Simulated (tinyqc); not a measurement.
Core-shell quantum dot (spherical envelope functions): sweeps and comparisons. A value that a table varies takes the place of the one given here.

Parabolic bands; strain and other valleys are left out. s states, u = r psi, hard wall at R + H, c = hbar^2/2m0, energies from the band edges of the core. Core: u = sin(k1 r)/k1, k1 = sqrt(m1 E/c). At R, psi and psi'/m are continuous, so u is continuous and its slope in the shell is s = u/R + (m2/m1)(u' - u/R). Shell: u(R + x) = u(R) cos(k2 x) + s sin(k2 x)/k2, k2 = sqrt(m2 (E - V)/c); for negative arguments the functions turn into sinh and cosh. A level has u(R + H) = 0.

Overlap = (integral of u_e u_h)^2 with normalised u. Coulomb integrals J_ab = (q/eps) double integral of u_a(r)^2 u_b(s)^2/max(r, s), q = e^2/(4 pi eps0), one eps everywhere. Exciton E = Eg + E_e + E_h - J_eh; first-order biexciton shift J_ee + J_hh - 2 J_eh (positive: repulsive).

Constants: hbar^2/2m0 = 3.80998211 eV angstrom^2; e^2/(4 pi eps0) = 14.39964547 eV angstrom; hc = 1239.841984 eV nm.

Inputs chosen for the exercise (near those of an InP/GaP core-shell dot; the results hold for these values, not for the real material): R = 16 angstrom (core radius); Vc = 0.405 eV (conduction edge of the shell above that of the core); Vv = 0.281 eV (hole barrier of the shell); me1 = 0.076 m0 (electron, core); me2 = 0.135 m0 (electron, shell); mh1 = 0.43 m0 (hole, core); mh2 = 0.49 m0 (hole, shell); Eg = 1.345 eV (gap of the core); eps = 10 (dielectric constant); Hs = (3, 8, 13, 20, 31, 43, 59) angstrom (shell thicknesses); H = 29 angstrom (shell thickness).

## Growing the shell

All quantities anew for each H.

Results:

| H (angstrom) | E_e (eV) | E_h (eV) | electron in core | overlap | J_eh (meV) | E (eV) | biexciton shift (meV) |
|---|---|---|---|---|---|---|---|
| 3 | 1.0854 | 0.2387 | 0.949 | 0.985 | 129.0 | 2.540 | 0.8 |
| 8 | 0.6512 | 0.1838 | 0.770 | 0.965 | 108.4 | 2.072 | 2.0 |
| 13 | 0.5184 | 0.1713 | 0.635 | 0.937 | 98.5 | 1.936 | 3.5 |
| 20 | 0.4493 | 0.1675 | 0.515 | 0.884 | 90.0 | 1.872 | 6.1 |
| 31 | 0.4129 | 0.1668 | 0.410 | 0.794 | 81.7 | 1.843 | 10.4 |
| 43 | 0.3998 | 0.1667 | 0.349 | 0.714 | 76.0 | 1.836 | 14.3 |
| 59 | 0.3936 | 0.1667 | 0.306 | 0.642 | 71.0 | 1.834 | 18.0 |

The line moves by -706 meV: the electron gives -692, the hole -72 and the weaker attraction +58 meV. Over the last step E_e moves by -6.2 meV and E_h by 0.0 meV; the electron level lies just below the shell edge Vc, so it is weakly bound and still feels the outer wall. The overlap goes from 0.985 to 0.642, which scales the radiative lifetime by 1.5 if the rate is proportional to it. Up to H = 59 angstrom E_e exceeds 0.15 Eg, where a parabolic band overstates it. In the thickest shell the electron is spread so far that the attraction of the hole, taken to first order here, would pull it back and raise the overlap.

## What each parameter does

All quantities anew. Each row changes one parameter from the base and keeps the others.

Results:

| case | E (eV) | overlap | electron in core | biexciton shift (meV) |
|---|---|---|---|---|
| base | 1.846 | 0.810 | 0.425 | 9.7 |
| R = 13 angstrom | 1.949 | 0.809 | 0.289 | 12.0 |
| H = 34 angstrom | 1.840 | 0.772 | 0.391 | 11.5 |
| Vc = 0.305 eV | 1.789 | 0.752 | 0.367 | 12.7 |
| Vv = 0.211 eV | 1.830 | 0.891 | 0.425 | 5.7 |
| me2 = 0.169 m0 | 1.811 | 0.837 | 0.453 | 8.4 |
| mh1 = 0.344 m0 | 1.858 | 0.853 | 0.425 | 6.7 |
| eps = 11.5 | 1.856 | 0.810 | 0.425 | 8.4 |

The largest shifts from the base row, up to three for each result and ties (the steps differ in size, so this ranks the rows, not the parameters). E (eV): R +0.103, Vc -0.057, me2 -0.035. overlap: Vv +0.081, Vc -0.058, mh1 +0.043; unchanged at the printed digits by eps. electron in core: R -0.135, Vc -0.057, H -0.033; unchanged at the printed digits by Vv, mh1 and eps. biexciton shift (meV): Vv -4.0, Vc +3.1, mh1 -2.9.

tinyqc: `OMP_NUM_THREADS=1 python tinyqc.py 1281942 1281943 out.jsonl`; about 0.06 s, one thread, shared Intel(R) Xeon(R) Processor @ 2.30GHz.
